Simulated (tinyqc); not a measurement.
Inside a calculation. Model: solid solubility of a dopant against its melt (retrograde solidus), clustering and the electrically active fraction. Computed by tinyqc, a small Python program that keeps every step. Command: `OMP_NUM_THREADS=1 python tinyqc.py 3010265 3010266 out.jsonl retro walk`. One thread of a shared host (Intel(R) Xeon(R) Processor @ 2.30GHz), about 0.01 s of CPU time with the checks. Intermediate numbers are printed to about 5 digits and carried at full precision; extremes and crossings named in words are read from the listed rows.

Inputs (values chosen for the exercise, of the order of those of copper in silicon for the solubility):

| quantity | value | unit |
|---|---|---|
| melting point of the host T_m | 1687 | K |
| heat of melting of the host H_f | 50.2 | kJ/mol |
| interaction L of the melt | -13 | kJ/mol |
| enthalpy of transfer from melt to solid H | 1.42 | eV |
| entropy of transfer S | 2.71 | k_B |
| site density N0 | 5e+22 | 1/cm^3 |
| temperature T | 1345 | K |
| total dopant density N_t | 1.5e+20 | 1/cm^3 |
| atoms per cluster m | 4 | - |
| cluster scale N* at 1273 K | 2.8e+20 | 1/cm^3 |
| activation energy E_b of the cluster scale | 0.37 | eV |
| anneal temperature T_a | 1225 | K |
| prefactor of n_i | 3.8e+16 | 1/(cm^3 K^1.5) |
| energy E_i in n_i | 0.607 | eV |
| mobility mu | 55 | cm^2/(V s) |

Clustering: clusters that take up free electrons.

Constants: R = 8.314462618 J/(mol K); k_B = 8.617333262e-05 eV/K; e = 1.602176634e-19 C; N_A = 6.02214076e+23 1/mol.

## Liquidus and solidus at T

x_l and x_s are atom fractions of the dopant in melt and solid; the solid is dilute. Liquidus of the host: R T ln(1 - x_l) + L x_l^2 = -H_f (1 - T/T_m). Distribution: k = x_s/x_l = exp[L (1 - x_l)^2/(R T)] exp(S/k_B - H/(k_B T)), the first factor being the activity coefficient in the melt. Solubility = x_s N0; at T_m x_l = 0.

x_l = 0.47613

distribution coefficient k = 5.2189e-05

x_s = 2.4848e-05

solubility = 1.2424e+18 1/cm^3

k at the melting point = 3.4064e-04

k has changed by a factor 0.15 from its value at T_m, while x_l has grown from 0 to 0.476.

## The retrograde maximum

The largest x_s N0 between 900 K and T_m. For an ideal melt with constant heats the maximum has x_l = H_f/(H + H_f), H in the same units.

temperature of the maximum = 1532.6 K

largest solubility = 2.3272e+18 1/cm^3

x_l there = 0.25496

ideal-melt value H_f/(H + H_f) = 0.26815

The maximum lies 154 K below T_m: above it the melt runs out of dopant, below it k falls as exp(-H/(k_B T)).

## The solidus

The formulas are those given above.

Against temperature:

| T (K) | x_l | k | solubility (1/cm^3) | over the maximum |
|---|---|---|---|---|
| 1000 | 0.77905 | 9.7118e-07 | 3.7830e+16 | 0.01626 |
| 1100 | 0.70176 | 4.1318e-06 | 1.4498e+17 | 0.06230 |
| 1200 | 0.61622 | 1.3485e-05 | 4.1549e+17 | 0.17854 |
| 1300 | 0.52187 | 3.5689e-05 | 9.3125e+17 | 0.40016 |
| 1400 | 0.41697 | 7.9486e-05 | 1.6571e+18 | 0.71207 |
| 1500 | 0.29790 | 1.5233e-04 | 2.2690e+18 | 0.97497 |
| 1580 | 0.18746 | 2.3109e-04 | 2.1660e+18 | 0.93073 |
| 1640 | 0.09042 | 2.9558e-04 | 1.3363e+18 | 0.57421 |
| 1675 | 0.02476 | 3.3025e-04 | 4.0879e+17 | 0.17565 |

Between the first rows the Arrhenius energy of the solubility is 1.27 eV, against H = 1.42 eV; it shrinks to zero at 1533 K and turns negative beyond. A crystal saturated at the maximum precipitates dopant-rich liquid on cooling and on heating alike. Below a eutectic or compound temperature another phase would set the limit.

## Active fraction after the anneal

A highly soluble donor (another dopant than that of the solidus) is limited by clustering. Donors N_a are active, and clusters hold m atoms each: N_t = N_a + m C, m C = N* (N_a/N*)^m (n/N*)^m, each atom taking one electron, n = N_a/2 + sqrt(N_a^2/4 + n_i^2), n_i = prefactor x T^1.5 exp(-E_i/(k_B T)), with N*(T) = N*(1273 K) exp[-(E_b/k_B)(1/T - 1/1273)]. Resistivity = 1/(e mu N_a).

N*(T_a) = 2.4534e+20 1/cm^3

active density N_a = 1.4610e+20 1/cm^3

active fraction = 0.97400

resistivity = 0.77674 milliohm cm

Nearly all dopant is active. Caution: this clustering law is a generic form; degeneracy and a doping-dependent mobility are left out.

## Active against total

A highly soluble donor (another dopant than that of the solidus) is limited by clustering. Donors N_a are active, and clusters hold m atoms each: N_t = N_a + m C, m C = N* (N_a/N*)^m (n/N*)^m, each atom taking one electron, n = N_a/2 + sqrt(N_a^2/4 + n_i^2), n_i = prefactor x T^1.5 exp(-E_i/(k_B T)), with N*(T) = N*(1273 K) exp[-(E_b/k_B)(1/T - 1/1273)].

Active density (1/cm^3):

| N_t (1/cm^3) | N_a at T_a | fraction | N_a at T_a + 150 K | N_a at T_a - 150 K |
|---|---|---|---|---|
| 1.00e+19 | 1.0000e+19 | 1.00000 | 1.0000e+19 | 1.0000e+19 |
| 3.00e+19 | 3.0000e+19 | 1.00000 | 3.0000e+19 | 3.0000e+19 |
| 1.00e+20 | 9.9814e+19 | 0.99814 | 9.9986e+19 | 9.5893e+19 |
| 2.00e+20 | 1.7965e+20 | 0.89825 | 1.9704e+20 | 1.3535e+20 |
| 5.00e+20 | 2.4631e+20 | 0.49262 | 3.2778e+20 | 1.6619e+20 |
| 1.00e+21 | 2.8060e+20 | 0.28060 | 3.8442e+20 | 1.8578e+20 |
| 2.00e+21 | 3.1217e+20 | 0.15609 | 4.3212e+20 | 2.0508e+20 |
| 5.00e+21 | 3.5430e+20 | 0.07086 | 4.9313e+20 | 2.3172e+20 |

The exponent d ln N_a/d ln N_t falls from 1.00 to 0.14, towards 1/(2m) = 0.125. At the highest dose a 150 K hotter anneal gives 1.39 times the active density, and a later step 150 K cooler would cut it to 0.65 if it ran to equilibrium: short hot anneals come last.

Checks made by the program: the ideal-melt maximum (relative difference 3e-09).
